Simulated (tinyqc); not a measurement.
Inputs raised by 2 %, one at a time: Koster-Slater impurity in a tight-binding band, by Green functions and by supercells. Computed by tinyqc, a small Python program. Command: `OMP_NUM_THREADS=1 python tinyqc.py 3001038 3001039 out.jsonl kosterslater sens`. One thread of a shared host (Intel(R) Xeon(R) Processor @ 2.30GHz), about 0.05 s of CPU time with the checks.

One orbital per site, e(k) = -2 t sum cos(k_i) over 2 direction(s), band from -4 t to 4 t, lattice constant 1. One site has the extra energy U. Spin is left out.

Inputs (values chosen for the exercise, for a model band):
```
quantity,value,unit
hopping t,0.99,eV
impurity potential U,4.5,eV
supercell edge N,3,sites
energy inside the band E,-3.03,eV
broadening eta,0.15,eV
impurity concentration c,0.001,per site
```

Lattice: square.

Constants: hbar = 6.582119569e-16 eV s.

Method:
- Outside the band G0(E) = (2/(pi E)) K(m), m = 16 t^2/E^2, K the complete elliptic integral with parameter m.
- A bound state solves 1/U = G0(E).
- Bisection in ln(distance from the edge) between 1e-5 t and |U| + t. Weight on the impurity site: -1/(U^2 dG0/dE), by a central difference with step min(1e-4 t, distance/30). Decay length along an axis: 1/arccosh(1 + distance/(2 t)).
- Inside the band G0(z), z = E + i eta, comes from the chain form 1/(sqrt(y - 2t) sqrt(y + 2t)) (principal roots) at y = z + 2 t cos k, averaged over k in (0, pi) with 200 Gauss-Legendre points.
- T = U/(1 - U G0); phase shift delta = -arg(1 - U G0) in (-pi, pi]; host density of states -Im G0/pi; on the impurity -Im[G0/(1 - U G0)]/pi; lifetime of a band state hbar/(-2 c Im T).
- In a periodic cell of N sites along each direction with Bloch vector K, the level solves 1/U = N^-d sum_k 1/(E - e(k)), k_i = (2 pi m_i + K_i)/N, m_i = 0..N-1; the outermost root on the side of U is taken (bisection). d is the number of directions. Gamma means K_i = 0, the zone corner K_i = pi, the quarter point K_i = pi/2.
- The error is measured against the isolated level E_b.

Runs:
```
input moved,from,to,distance from the band edge (eV),decay length (sites),width between Gamma and the corner (eV),scattering lifetime (fs)
base run,-,-,1.445,0.8737,0.4129,418.8
hopping t (eV),0.99,1.0098,1.403,0.8933,0.4370,408.8
impurity potential U (eV),4.5,4.59,1.516,0.8550,0.3978,413.4
impurity concentration c (per site),0.001,0.00102,1.445,0.8737,0.4129,410.6
energy inside the band E (eV),-3.03,-3.0906,1.445,0.8737,0.4129,427.0
broadening eta (eV),0.15,0.153,1.445,0.8737,0.4129,418.8
```

Exponents ln(y'/y) / ln(x'/x):
```
input,distance from the band edge,decay length,width between Gamma and the corner,scattering lifetime
hopping t,-1.476,1.121,2.863,-1.227
impurity potential U,2.433,-1.097,-1.883,-0.656
impurity concentration c,0.000,0.000,0.000,-1.000
energy inside the band E,0.000,0.000,0.000,0.977
broadening eta,0.000,0.000,0.000,-0.006
```

Which inputs matter most for each result?

Among the inputs moved here: distance from the band edge answers most in size to impurity potential U (exponent +2.433), next to hopping t (-1.476); its exponent is below 0.0005 for impurity concentration c, energy inside the band E, broadening eta. Decay length answers most in size to hopping t (exponent +1.121), next to impurity potential U (-1.097); its exponent is below 0.0005 for impurity concentration c, energy inside the band E, broadening eta. Width between Gamma and the corner answers most in size to hopping t (exponent +2.863), next to impurity potential U (-1.883); its exponent is below 0.0005 for impurity concentration c, energy inside the band E, broadening eta. Scattering lifetime answers most in size to hopping t (exponent -1.227), next to impurity concentration c (-1.000). Its exponent -1.000 in impurity concentration c: independent scatterers.
